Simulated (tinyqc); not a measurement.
# Electroplating on a thin resistive seed layer: kinetics, Wagner number and the terminal effect across a wafer, step by step

A worked calculation. Computed by tinyqc, a small Python program that keeps every step. Command: `OMP_NUM_THREADS=1 python tinyqc.py 3120512 3120513 out.jsonl terminal walk`. One thread of a shared host (Intel(R) Xeon(R) Processor @ 2.30GHz), about 0.04 s of CPU time with the checks. Intermediate numbers are printed to about 6 digits and carried at full precision; extremes and crossings named in words are read from the listed rows.

Current enters the seed at the rim. The bath is treated as a local resistance per area (no lateral flow in the liquid), two electrons per ion, molar volume 7.11 cm^3/mol, Faraday constant F = e N_A, kinematic viscosity 0.01 cm^2/s, omega = 2 pi x rpm/60; k_B T/e is in volts.

Inputs (values chosen for the exercise, of the order of those for copper plating on a thin cobalt or ruthenium seed):
```
quantity                             value         unit
wafer radius R                         7.5           cm
seed thickness t                        12           nm
seed resistivity                        23  microohm cm
bath conductivity kappa              0.057         S/cm
gap to the anode h                     1.3           cm
extra resistance of a porous plate       0     ohm cm^2
exchange current density i_0         0.049      mA/cm^2
cathodic transfer coefficient alpha   0.48            -
mean current density                    12      mA/cm^2
diffusivity of the metal ion         4e-06       cm^2/s
metal ion concentration               0.38        mol/L
rotation rate                           60          rpm
temperature T                          298            K
```

Constants: e = 1.602176634e-19 C; N_A = 6.02214076e+23 1/mol; k_B = 8.617333262e-05 eV/K.

## Rate, limit and resistances

Growth rate = i V_m/(2 F). Levich limit i_L = 0.62 x 2 F D^(2/3) omega^(1/2) nu^(-1/6) c. Tafel overpotential eta = (k_B T/(alpha e)) ln(i/i_0); kinetic resistance k_B T/(alpha e i); bath resistance h/kappa + plate; R_s = resistivity/t; Wagner number = kinetic resistance x kappa/R.

growth rate = 265.284 nm/min

limiting current i_L = 61.8676 mA/cm^2

overpotential = 294.291 mV

kinetic resistance = 4.45827 ohm cm^2

bath resistance R_b = 22.8070 ohm cm^2

sheet resistance R_s = 19.1667 ohm/square

Wagner number = 0.0338829

## Linear estimate of the terminal effect

Linearised: with R_t = kinetic + bath resistance the current density obeys (1/r)(r i')' = i R_s/R_t, so i = A I_0(r/l), l = sqrt(R_t/R_s); with x = R/l, edge/centre = I_0(x) and edge/mean = x I_0(x)/(2 I_1(x)). Voltage drop in the seed for a uniform current: i R_s R^2/4.

length l = 1.19270 cm

x = R/l = 6.28825

edge over centre, linear = 87.5135

edge over mean, linear = 3.43014

drop for uniform current = 3234.38 mV

## Current distribution

Full model: seed potential phi(r) with (1/r)(r phi')' = R_s i, where i solves phi = R_b i + (k_B T/(alpha e)) ln(i/i_0) (phi being the driving voltage left at r); phi'(0) = 0 and phi'(R) = R_s i_mean R/2. Solved by collocation to a tolerance of 1e-7.

Across the wafer:
```
r/R   i (mA/cm^2)   i/mean  i/mean, linear
0.00       1.0344  0.08620         0.03920
0.20       1.1978  0.09982         0.05630
0.40       1.8987  0.15823         0.13047
0.60       4.2434  0.35362         0.36449
0.75       9.4113  0.78428         0.82937
0.90      22.9780  1.91483         1.93325
1.00      42.7913  3.56595         3.43014
```

edge over centre, full model = 41.3670

The full model gives 41.4 against 87.5 from the linear form. Caution: at the rim the current nears the limiting value, which would flatten the real profile.

## As the film thickens, and with more bath resistance

The film is taken as uniform, with the seed resistivity; the last column adds 100 ohm cm^2 to R_b. Extra power of that plate = i^2 x 100 ohm cm^2 x area.

Edge over centre:
```
thickness (nm)  R_s (ohm/square)  as given  with 100 ohm cm^2 more
12                       19.1667   41.3670                 4.49084
18                       12.7778   20.8329                 2.98283
24                        9.5833   13.2065                 2.36941
36                        6.3889    7.3984                 1.83933
60                        3.8333    4.0452                 1.47030
120                       1.9167    2.2446                 1.22323
240                       0.9583    1.5568                 1.10873
```

extra power = 2.54469 W

The ratio falls below 1.1 in none of these rows as given, and in none of these rows with the added resistance: what counts is R_s R^2 against the sum of kinetic and bath resistance.

Checks made by the program: mean of the distribution (relative difference 1e-06).
